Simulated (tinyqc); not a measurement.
# Disorder broadening of a semi-elliptic band in the self-consistent Born approximation: two studies

The local Green function is G = g0(z - Sigma) with z = E + i eta and g0(z) = (z - sqrt(z - 2t) sqrt(z + 2t))/(2 t^2), principal roots; the self-energy is Sigma = D G. The density of states is -Im G/pi.

Values chosen for this exercise:
- t = 1 eV (hopping)
- D = 1.1 eV^2 (variance of the random site energy)
- eta = 0.01 eV (bare broadening)
- E = -1.481 eV (energy from the band centre)

Each table varies one quantity; the others keep the values above.

## Density of states across the band

Sigma is iterated to self-consistency (retarded branch, Im Sigma < 0); first Born means Sigma = D g0(z) put once into G = g0(z - Sigma); clean means Sigma = 0. Closed form: G = (z - sqrt(z^2 - 4 (t^2 + D)))/(2 (t^2 + D)) with the root that gives Im G < 0; for eta -> 0 a semi-ellipse of half-width 2 sqrt(t^2 + D).

Results:

| E (eV) | Re Sigma (eV) | Im Sigma (eV) | DOS, self-consistent (1/eV) | DOS, first Born (1/eV) | DOS, clean (1/eV) |
|---|---|---|---|---|---|
| 0 | 0 | -0.7565 | 0.2189 | 0.1878 | 0.3167 |
| 0.348 | 0.09083 | -0.7510 | 0.2173 | 0.1886 | 0.3119 |
| 0.696 | 0.1816 | -0.7342 | 0.2125 | 0.1908 | 0.2968 |
| 1.043 | 0.2722 | -0.7056 | 0.2042 | 0.1952 | 0.2700 |
| 1.391 | 0.3629 | -0.6633 | 0.1919 | 0.2032 | 0.2271 |
| 1.739 | 0.4535 | -0.6046 | 0.1750 | 0.2199 | 0.1557 |
| 2.087 | 0.5439 | -0.5241 | 0.1517 | 0.2425 | 0.003970 |
| 2.435 | 0.6337 | -0.4091 | 0.1184 | 0.1150 | 0.001198 |
| 2.782 | 0.7197 | -0.2104 | 0.06089 | 0.001944 | 6.981e-4 |
| 3.478 | 0.4073 | -0.002119 | 6.131e-4 | 5.358e-4 | 3.538e-4 |

Estimate the missing row, E = 3.13 eV.

Computed row:

| E (eV) | Re Sigma (eV) | Im Sigma (eV) | DOS, self-consistent (1/eV) | DOS, first Born (1/eV) | DOS, clean (1/eV) |
|---|---|---|---|---|---|
| 3.13 | 0.5101 | -0.004315 | 0.001249 | 8.667e-4 | 4.775e-4 |

With this row back in the table: The self-consistent density of states falls from 0.219 to 6.13e-4 1/eV. The clean band ends at 2t = 2.00 eV; at E = 2.087 eV, beyond it, the self-consistent value is 0.152 against 0.00397 clean: disorder widens the band. By ratio, first Born differs most at E = 2.782 eV, where it is 0.032 times the self-consistent value.

## Effect of the mixing

G = g0(z - Sigma), Sigma(out) = D G, Sigma(new) = Sigma + mix (Sigma(out) - Sigma). Iterations from Sigma = 0 until |Sigma(out) - Sigma| < 1e-10 eV, at most 500. The factor is |1 - mix + mix L|, L = d Sigma(out)/d Sigma at the solution.

Effect of the mixing:

| mix | iterations | factor |
|---|---|---|
| 0.1 | 168 | 0.8709 |
| 0.2 | 79 | 0.7430 |
| 0.3 | 49 | 0.6170 |
| 0.5 | 25 | 0.3780 |
| 0.7 | 17 | 0.2125 |
| 0.85 | 19 | 0.2526 |
| 1 | 27 | 0.4016 |

L = -0.295+0.273i. The fewest iterations, 17, come at mix = 0.7; the smallest factor, 0.213, is at mix = 0.7. As a function of mix the factor has its minimum at Re(1 - L)/|1 - L|^2 = 0.740, below 1, so damping helps.

Range of the model: The self-consistent Born approximation misses band tails from rare fluctuations and localisation.

Program tinyqc, `OMP_NUM_THREADS=1 python tinyqc.py 2720008 2720009 out.jsonl`; Intel Xeon 2.30GHz, shared host, one thread, about 0.01 s.
